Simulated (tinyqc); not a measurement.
Gate voltage for a wanted density.

Problem. A HEMT has a barrier of thickness d, permittivity eb and off voltage Voff; energies are counted from the channel band edge at the interface. F = q (eta ns + Nb)/(eps0 ec) in eV/nm; E_k = a_k (C F^2/me)^(1/3), a_0 = 2.338107, a_1 = 4.087949, C = hbar^2/(2 m0); D = me m0 q/(pi hbar^2); ns = D Vt [ln(1 + exp((EF - E_0)/Vt)) + ln(1 + exp((EF - E_1)/Vt))], which gives EF = E_0 + Vt ln{2 s/[(1 + u) + sqrt((1 + u)^2 + 4 u s)]} with s = exp(ns/(D Vt)) - 1, u = exp((E_0 - E_1)/Vt). Charge control: ns + Nb = eps0 eb (Vg - Voff - EF)/(q d). Find E_0, E_1, EF and the Vg that gives this ns.

Inputs (values chosen for the exercise); material values close to those of InGaP on GaAs:

| symbol | value | unit | meaning |
|---|---|---|---|
| T | 400 | K | temperature |
| d | 36 | nm | barrier thickness from gate to channel |
| me | 0.0654 | m0 | electron mass in the channel |
| ec | 13 |  | relative permittivity of the channel |
| eta | 0.5 |  | share of ns that counts in the confining field |
| Nb | 1.3e10 | cm^-2 | depletion charge of the buffer |

Constants: q = 1.602176634e-19 C, kB = 1.380649e-23 J/K, hbar = 1.054571817e-34 J s, m0 = 9.1093837015e-31 kg, Vt = kB T/q, eps0 = 8.8541878128e-14 F/cm where lengths are in cm, hbar^2/(2 m0) = 0.0380998212 eV nm^2. Results are converted to the units shown.

ns = 4.1e11 cm^-2
eb = 11.7
Voff = -1.5608518 V

Answer. In this direction nothing needs iterating: ns fixes the field, the levels and EF, and the charge-control relation gives Vg.

E_0 = 0.0409 eV
E_1 = 0.0716 eV
EF = 0.00482 eV
Vg = -1.32 V

Program tinyqc, `OMP_NUM_THREADS=1 python tinyqc.py 2180071 2180072 out.jsonl`; Intel Xeon 2.30GHz, shared host, one thread, about 0.01 s.
